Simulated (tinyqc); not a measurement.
Frequency dispersion of an accumulation capacitance by border traps, distributed model: two steps of the calculation.

Traps spread evenly through the insulator exchange electrons with the semiconductor by tunnelling, with tau(x) = t0 exp(2 ka x) at depth x from the interface. The admittance per area Y seen at depth x obeys dY/dx = -Y^2/(i w eps0 eox) + q Nb ln(1 + i w tau)/tau, with Y(0) = i w Cs and w = 2 pi f; the gate sees Y(tox) = G + i w C. Working variable y = Y/(i w), in uF/cm^2. Cox = eps0 eox/tox.

Inputs (values chosen for the exercise); permittivity close to that of zirconium oxide:
```
symbol   value         unit                                               meaning
eox       22.8                             relative permittivity of the insulator
tox        8.7           nm                                   insulator thickness
Cs         1.9      uF/cm^2             semiconductor capacitance in accumulation
Nb      4.5e18  cm^-3 eV^-1                               density of border traps
ka         5.6         1/nm  decay constant of the wave function in the insulator
t0        2e-9            s              time constant of a trap at the interface
f         1000           Hz                                             frequency
xe         1.5           nm               depth down to which the steps are taken
```

Constants: q = 1.602176634e-19 C, eps0 = 8.8541878128e-14 F/cm where lengths are in cm. Results are converted to the units shown.

Question 1. Scales and lumped estimate. Cox; trap-free value 1/(1/Cox + 1/Cs); response depth d = ln(1/(w t0))/(2 ka), where w tau = 1; lumped estimate: all traps within d act as C_bt = q Nb d placed at d/2, so C = 1/{1/[1/(1/Cs + d/(2 eps0 eox)) + C_bt] + (tox - d/2)/(eps0 eox)}.

Give: Cox; trap-free C; d; C_bt; lumped C.

Answer 1.

Cox = 2.320 uF/cm^2
trap-free C = 1.045 uF/cm^2
d = 1.008 nm
C_bt = 0.07264 uF/cm^2
lumped C = 1.068 uF/cm^2

The traps within reach amount to 0.0382 Cs and lie in the first 11.6 % of the insulator.

Question 2. Capacitance and conductance at the gate. Beyond xe the traps are ignored, so 1/y(tox) = 1/y(xe) + (tox - xe)/(eps0 eox); C = Re y, G/w = -Im y, loss tangent G/(w C).

y at xe = 1.7320034-0.0092430i uF/cm^2

Give: y at the gate; C; G/w; loss tangent.

Answer 2.

y at the gate = 1.0706-0.0035i uF/cm^2
C = 1.0706 uF/cm^2
G/w = 0.0035318 uF/cm^2
loss tangent = 0.0032988

Computed by the program tinyqc: `OMP_NUM_THREADS=1 python tinyqc.py 2202065 2202066 out.jsonl`, one thread of a shared Intel Xeon 2.30GHz, about 0.5 s for the whole run.
